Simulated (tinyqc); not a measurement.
# Thin-body transistor below threshold, two-dimensional Poisson equation on a small mesh: what changes with what

A thin body on a thick buried insulator of low permittivity, taken as carrying no normal field at the bottom of the body (row 0). Mobile charge is neglected (subthreshold), the body is fully depleted, and potentials are counted from the intrinsic level; rows run upward to the gate, columns from source to drain.

Inputs (values chosen for the exercise); semiconductor permittivity close to that of gallium nitride: temperature T = 325 K; relative permittivity of the semiconductor eps_r = 9.52; relative permittivity of the insulator eox = 3.9; body thickness tb = 3 nm; insulator thickness tox = 2.3 nm; channel length L = 20 nm; acceptor density of the depleted body Na = 2.6e18 cm^-3; potential of the source Vbi = 0.6 V; gate offset Vfb = 0 V; gate voltage Vg = 0 V; drain voltage Vd = 0.5 V.

Constants: q = 1.602176634e-19 C, kB = 1.380649e-23 J/K, Vt = kB T/q, eps0 = 8.8541878128e-14 F/cm where lengths are in cm. Results are converted to the units shown.

Each table varies one quantity; the others keep the values above.

## Refining the mesh

The mesh has 2 c steps in the semiconductor (rows from 0 up to the interface), c steps in the insulator and 8 c along the channel, each uniform. Box integration, divided by eps0: up_i = eps hy/h of the interval above row i, dn_i = that of the interval below (0 for row 0), lat_i = (sum of eps h/2 over the intervals above and below)/hy, s_i = -q Na w_i hy/eps0 with w_i the semiconductor height of the box (hs/2 for row 0 and the interface row, hs between, 0 in the insulator). Each free node obeys (up + dn + 2 lat) psi = up psi(above) + dn psi(below) + lat [psi(left) + psi(right)] + s. Fixed values: gate row Vg - Vfb; column 0 at Vbi and the last column at Vbi + Vd in the semiconductor, each running linearly to Vg - Vfb across the insulator. The system is solved directly; psi is read on row 0 at mid-channel.

Refining the mesh:

| c | unknowns | psi at mid-channel (V) | d psi/dVg |
|---|---|---|---|
| 1 | 21 | 0.1429 | 0.7374 |
| 2 | 90 | 0.1317 | 0.7495 |
| 3 | 207 | 0.1296 | 0.7518 |
| 4 | 372 | 0.1289 | 0.7526 |
| 6 | 846 | 0.1284 | 0.7531 |
| 8 | 1512 | 0.1282 | 0.7533 |
| 12 | 3420 | 0.1280 | 0.7535 |

Read the table: what changes, and by how much?

psi at mid-channel goes from 0.1429 V on the coarsest mesh to 0.1280 V on the finest, a difference of 15 mV. d psi/dVg changes by 0.012 from c = 1 to 2, by 0.0031 from 2 to 4 and by 7.6e-4 from 4 to 8, a ratio of 4.0 between the last two, near the 4 of a second-order scheme.

## Effect of the body thickness

Mesh: rows i = 0..12 in the semiconductor (step hs = tb/12, row 12 on the interface), then 8 step(s) ho = tox/8 up to the gate row 20; columns j = 0..80 (step hy = L/80). The system is solved directly. On row 0 the minimum of psi and its place come from a parabola through the three lowest nodes; barrier = Vbi - minimum, swing = Vt ln 10/(d psi/dVg), DIBL = (d psi/dVd)/(d psi/dVg) there. Lambda = pi/k with k the smallest positive root of tan(k tox) tan(k tb) = eox/eps_r.

Results:

| tb (nm) | L/Lambda | barrier (V) | place y/L | swing (mV/decade) | DIBL (mV/V) |
|---|---|---|---|---|---|
| 1.2 | 2.127 | 0.5748 | 0.4564 | 69.81 | 29.53 |
| 2.1 | 1.648 | 0.5299 | 0.4452 | 77.21 | 71.07 |
| 2.8 | 1.425 | 0.4916 | 0.4376 | 84.42 | 111.5 |
| 3.6 | 1.245 | 0.4481 | 0.4295 | 94.17 | 165.8 |
| 4.8 | 1.056 | 0.3868 | 0.4179 | 112.1 | 263.8 |

Estimate the missing row, tb = 1.6 nm.

Computed row:

| tb (nm) | L/Lambda | barrier (V) | place y/L | swing (mV/decade) | DIBL (mV/V) |
|---|---|---|---|---|---|
| 1.6 | 1.875 | 0.5560 | 0.4511 | 72.82 | 46.42 |

With this row back in the table: As tb goes from 1.2 to 4.8 nm, the barrier falls from 0.575 to 0.387 V, the swing rises from 69.8 to 112 mV a decade and DIBL rises from 29.5 to 264 mV/V; the ideal swing is 64.5. L/Lambda goes from 2.1 to 1.1. In every row the body is under 5 nm thick, where quantum confinement matters.

## Effect of the gate voltage

Same model as above.

Effect of the gate voltage:

| Vg (V) | L/Lambda | barrier (V) | place y/L | swing (mV/decade) | DIBL (mV/V) |
|---|---|---|---|---|---|
| -0.2 | 1.374 | 0.6297 | 0.4472 | 86.34 | 130.4 |
| -0.12 | 1.374 | 0.5700 | 0.4431 | 86.46 | 128.2 |
| -0.04 | 1.374 | 0.5104 | 0.4383 | 86.61 | 125.7 |
| 0.04 | 1.374 | 0.4509 | 0.4325 | 86.81 | 122.7 |
| 0.12 | 1.374 | 0.3915 | 0.4256 | 87.08 | 119.3 |
| 0.2 | 1.374 | 0.3324 | 0.4169 | 87.46 | 115.2 |

As Vg goes from -0.2 to 0.2 V, the barrier falls from 0.630 to 0.332 V, the swing rises from 86.3 to 87.5 mV a decade and DIBL falls from 130 to 115 mV/V; the ideal swing is 64.5. The barrier top moves from y/L = 0.447 to 0.417, towards the source. In every row the body is under 5 nm thick, where quantum confinement matters.

Numbers from tinyqc (`OMP_NUM_THREADS=1 python tinyqc.py 2480146 2480147 out.jsonl`; about 0.1 s on one thread of a shared Intel Xeon 2.30GHz).
